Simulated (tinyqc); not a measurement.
# Arrhenius plot from several rate windows

Emission rate en = sn vth(T) Nc(T) exp(-Et/kB T) = sn g T^2 exp(-Et/kB T), g = vth Nc/(300 K)^2, as vth goes as T^0.5 and Nc as T^1.5 (degeneracy factor 1). Each window ew gives the temperature where en = ew.

Inputs (values chosen for the exercise); material values close to those of gallium nitride: conduction-band density of states at 300 K Nc = 2.33e18 cm^-3; thermal velocity at 300 K vth = 2.6e7 cm/s; depth of the trap below the conduction edge Et = 0.11 eV; capture cross-section sn = 2.3e-15 cm^2.

Constants: q = 1.602176634e-19 C, kB = 1.380649e-23 J/K. Results are converted to the units shown.

Results:
```
ew (1/s),T peak (K),q/kB T (1/eV),ln(ew/T^2),ln ew
1.7,58.403,198.70,-7.6041,0.53063
5.1,61.217,189.57,-6.5996,1.6292
15,64.243,180.64,-5.6173,2.7081
140,71.510,162.28,-3.5980,4.9416
430,75.781,153.13,-2.5919,6.0638
1300,80.492,144.17,-1.6062,7.1701
3900,85.748,135.33,-0.63409,8.2687
```

Estimate the missing row, ew = 47 1/s.

Computed row:
```
ew (1/s),T peak (K),q/kB T (1/eV),ln(ew/T^2),ln ew
47,67.773,171.23,-4.5822,3.8501
```

With this row back in the table: The peak rises from 58.4 to 85.7 K. ln(ew/T^2) against q/kB T is a straight line of slope -0.1100 eV, the trap depth. Its intercept gives sn = 2.30e-15 cm^2. Leaving out the T^2 gives 0.1221 eV, too high by about 2 kB T.

Program tinyqc, `OMP_NUM_THREADS=1 python tinyqc.py 2050019 2050020 out.jsonl`; Intel Xeon 2.30GHz, shared host, one thread, about 0.01 s.
